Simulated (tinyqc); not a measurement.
# Disorder broadening of a one-dimensional band in the self-consistent Born approximation, step by step

Numbers from tinyqc (`OMP_NUM_THREADS=1 python tinyqc.py 2720037 2720038 out.jsonl`; about 0.01 s on one thread of a shared Intel Xeon 2.30GHz). Printed values are rounded.

The local Green function is G = g0(z - Sigma) with z = E + i eta and g0(z) = 1/(sqrt(z - 2t) sqrt(z + 2t)), principal roots; the self-energy is Sigma = D G. The density of states is -Im G/pi.

Parameters, values chosen for the exercise:

| symbol | value | unit | meaning |
|---|---|---|---|
| t | 1 | eV | hopping |
| D | 0.14 | eV^2 | variance of the random site energy |
| eta | 0.01 | eV | bare broadening |
| E | 1.905 | eV | energy from the band centre |
| mix | 1 |  | mixing |

Constants: q = 1.602176634e-19 C, hbar = 1.054571817e-34 J s. Results are converted to the units shown.

Range of the model: The self-consistent Born approximation misses band tails from rare fluctuations and localisation.

## Iteration 1: Born step

Sigma at the start = 0.000000+0.000000i eV

G = g0(z - Sigma), Sigma(out) = D G, Sigma(new) = Sigma + mix (Sigma(out) - Sigma).

G = 0.083725-1.635167i 1/eV
Sigma(out) = 0.0117215-0.2289233i eV
Sigma after iteration 1 = 0.0117215-0.2289233i eV

Sigma(out) of this first step, from Sigma = 0, is the plain (first) Born approximation.

## Iteration 2: Born step

As before.

G = 0.5128905-0.8465650i 1/eV
Sigma(out) = 0.0718047-0.1185191i eV
Sigma after iteration 2 = 0.0718047-0.1185191i eV

## Iteration 3: Born step

As before.

G = 0.341022-1.059202i 1/eV
Sigma(out) = 0.0477431-0.1482883i eV
Sigma after iteration 3 = 0.0477431-0.1482883i eV

## Course of the iteration

Stop when |Sigma(out) - Sigma| is below 1e-10 eV, or after 300 iterations; the start is Sigma = 0.

Course of the iteration:
```
iteration	Re Sigma (eV)	Im Sigma (eV)	|Sigma(out) - Sigma| (eV)
1	0.01172150	-0.2289233	0.229
2	0.07180467	-0.1185191	0.126
3	0.04774312	-0.1482883	0.0383
4	0.05981549	-0.1422739	0.0135
5	0.05520583	-0.1428539	4.65e-3
6	0.05675129	-0.1432391	1.59e-3
7	0.05629938	-0.1429274	5.49e-4
8	0.05640668	-0.1430826	1.89e-4
9	0.05639103	-0.1430196	6.49e-5
...	...	...	...
14	0.05639051	-0.1430364	3.13e-7
15	0.05639061	-0.1430364	1.08e-7
16	0.05639058	-0.1430364	3.70e-8
17	0.05639059	-0.1430364	1.27e-8
18	0.05639059	-0.1430364	4.38e-9
19	0.05639059	-0.1430364	1.51e-9
20	0.05639059	-0.1430364	5.18e-10
21	0.05639059	-0.1430364	1.78e-10
22	0.05639059	-0.1430364	6.13e-11
```

Converged in 22 iterations. At the solution d Sigma(out)/d Sigma = -0.322+0.122i, so the error shrinks by |1 - mix + mix times that| = 0.344 a step.

## Density of states and lifetime

converged Sigma = 0.0563906-0.1430364i eV

G = Sigma/D, density of states -Im G/pi, lifetime hbar/(2 |Im Sigma|); without disorder the density of states is -Im g0(z)/pi.

density of states = 0.3252135 1/eV
lifetime = 2.300855 fs
density of states without disorder = 0.5204897 1/eV

Disorder makes the density of states at this energy 38 % below the clean value.
